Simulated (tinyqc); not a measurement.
Four-point probe, van der Pauw, Hall and spreading-resistance readings of a semiconductor layer: one step, computed by the program tinyqc.

The layer is uniform and ohmic; contacts are points unless a radius is given.

Problem. Resistivity and sheet resistance. rho = 1/(e n mu); R_s = rho/t.

Inputs (values chosen for the exercise, modelled on p-type silicon): carrier density n = 4.5e+17 1/cm^3; drift mobility mu = 118 cm^2/(V s); layer thickness t = 2200 micrometre.

Backing of the layer: conducting.

Constants: e = 1.602176634e-19 C.

Give: resistivity rho; sheet resistance R_s.

Solution.

resistivity rho = 0.1175 ohm cm

sheet resistance R_s = 0.5343 ohm/square
